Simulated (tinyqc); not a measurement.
Inside a calculation: free-carrier optics of a doped semiconductor (Drude model). Values are carried at full precision from step to step, so a last printed digit may differ when a step is redone from the rounded ones.

eps(E) = ei [1 - Ep^2/(E^2 + i E Gam)], with Ep^2 = 8 pi c (e^2/(4 pi eps0)) N/(m ei), c = hbar^2/2m0, N in 1/angstrom^3 (1e-24 per 1/cm^3); Gam = hbar/tau, tau = mu m m0/e with m0/e = 5.685630e-12 kg/C and mu in m^2/(V s). Energies in meV.

Constants: hbar^2/2m0 = 3.80998211 eV angstrom^2; e^2/(4 pi eps0) = 14.39964547 eV angstrom; hbar = 6.58211957e-16 eV s; hbar c = 1973.269805 eV angstrom.

Values chosen for the exercise (mass and dielectric values near those of Si; N and mu are free inputs; interband absorption and the rise of the mass with filling are left out; shifted at random, so the results belong to these values and not to a real crystal): N = 1.9e+18 1/cm^3 (carrier density); m = 0.265 m0 (conductivity mass); mu = 270 cm^2/(V s) (mobility); ei = 11.43 (high-frequency dielectric constant); E = 24.2 meV (photon energy).

## Plasma energy and damping

Evaluate Ep, tau, Gam, the plasma wavelength hc/Ep (hc = 1239.841984 eV nm) and the dc resistivity 1/(e N mu), e = 1.602176634e-19 C.

Ep = 29.41 meV
tau = 40.68 fs
Gam = 16.18 meV
plasma wavelength = 42.16 micrometre
rho = 0.0122 ohm cm

Ep/Gam = 1.82: the edge is smeared by scattering.

## Dielectric function at one energy

Insert the numbers.

free-carrier term = -11.6659+7.7997i
eps = -0.2359+7.7997i

## Optical constants

n + i k = sqrt(eps1 + i eps2) with k >= 0; R = ((n - 1)^2 + k^2)/((n + 1)^2 + k^2) at normal incidence from vacuum; alpha = 2 E k/(hbar c), times 1e8 for 1/cm; loss function Im(-1/eps) = eps2/(eps1^2 + eps2^2).

Convert eps at the photon energy E (in meV) into the optical constants.

n = 1.9452
k = 2.0049
R = 0.3870
alpha = 4.92e+03 1/cm

Light of this energy penetrates 1/alpha = 2.03 micrometre.

## Checks

- Integral of E eps2 of the free-carrier term against (pi/2) ei Ep^2 (meV^2): both 15529.

Program tinyqc; command `OMP_NUM_THREADS=1 python tinyqc.py 1652624 1652625 out.jsonl`; about 0.01 s on one thread of a shared Intel(R) Xeon(R) Processor @ 2.30GHz.
